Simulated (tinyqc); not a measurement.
Metal-induced gap states at the contact of a metal chain and a two-band chain, step by step. Values are carried at full precision from step to step, so a last printed digit may differ when a step is redone from the rounded ones.

The semiconductor alternates sites A at -Eg/2 and C at +Eg/2 with hopping -t; the gap runs from -Eg/2 to Eg/2. In the gap cosh(q a) = 1 + (Eg^2/4 - E^2)/(2 t^2) and the amplitude changes by -exp(-q a) a period. The metal has site energy 0 and hopping -tm; its end site has g_m = (E - i sqrt(4 tm^2 - E^2))/(2 tm^2). Sites 1, 2, ... count into the semiconductor, with energies e1, e2 alternating. The clean half chain has g1 = 1/(E - e1 - t^2 g2), g2 = 1/(E - e2 - t^2 g1), decaying root. With the contact G11 = 1/(1/g1 - tc^2 g_m), and the density on site j is -Im G_jj/pi = |psi_j/psi_1|^2 (-Im G11/pi), per spin, with psi_2/psi_1 = -t g2, psi_3/psi_2 = -t g1.

Constants: e^2/(4 pi eps0) = 14.39964547 eV angstrom.

Values chosen for the exercise (gap and optical dielectric constant near those of HfO2; the chain itself is a model; the results hold for these values, not for the real material):
- Eg = 5.88 eV (gap)
- t = 2.91 eV (hopping in the semiconductor)
- a = 3.6 angstrom (period (two sites); one chain for each area a^2)
- E = 0.29 eV (energy from mid-gap)
- tm = 2.86 eV (hopping in the metal)
- tc = 2.08 eV (hopping across the contact)
- end = C (site that touches the metal)
- eps = 4 (dielectric constant)

## Decay in the gap

Form cosh(q a), l = exp(-q a), q and the decay length 1/(2q) of the density.

cosh(q a) = 1.50540
l = 0.38013
q = 0.26868 1/angstrom
xi, the decay length of the density = 1.861 angstrom

## Green functions

The decaying root is g1 = (1 - l)/(E - e1), g2 = (1 - l)/(E - e2), l = exp(-q a). Form them, g_m and G11.

g1, g2 (1/eV): -0.23391  0.19191

g_m = 0.01773-0.34920i 1/eV
G11 = -0.20507-0.07119i 1/eV

## Density site by site

D1 = -Im G11/pi, D2 = (t g2)^2 D1, and each further period multiplies by l^2. The sum over all sites is (D1 + D2)/(1 - l^2). The Green functions stand in the order g1, g2.

density on sites 1 to 8 (1/eV): 0.02266  0.00707  0.00327  0.00102  0.00047  0.00015  0.00007  0.00002

Ds, the density per spin summed over the semiconductor = 0.03475 1/eV

The first period holds 86 % of the gap states at this energy.

## Pinning factor

Gap states per area N = 2 Ds/a^2 (two spins). Charge in them sits a distance xi from the metal, so S = 1/(1 + 4 pi e^2 N xi/eps), e^2 meaning e^2/(4 pi eps0); S is the change of the barrier per change of the metal work function.

N = 5.363e+13 1/(eV cm^2)
4 pi e^2 N xi/eps = 0.4515
S = 0.6890

Weak pinning, nearer the Schottky limit S = 1.

## Checks

- g1 from the closed form against decimation: both -0.233912.

tinyqc: `OMP_NUM_THREADS=1 python tinyqc.py 1480285 1480286 out.jsonl`; about 0.01 s, one thread, shared Intel(R) Xeon(R) Processor @ 2.30GHz.
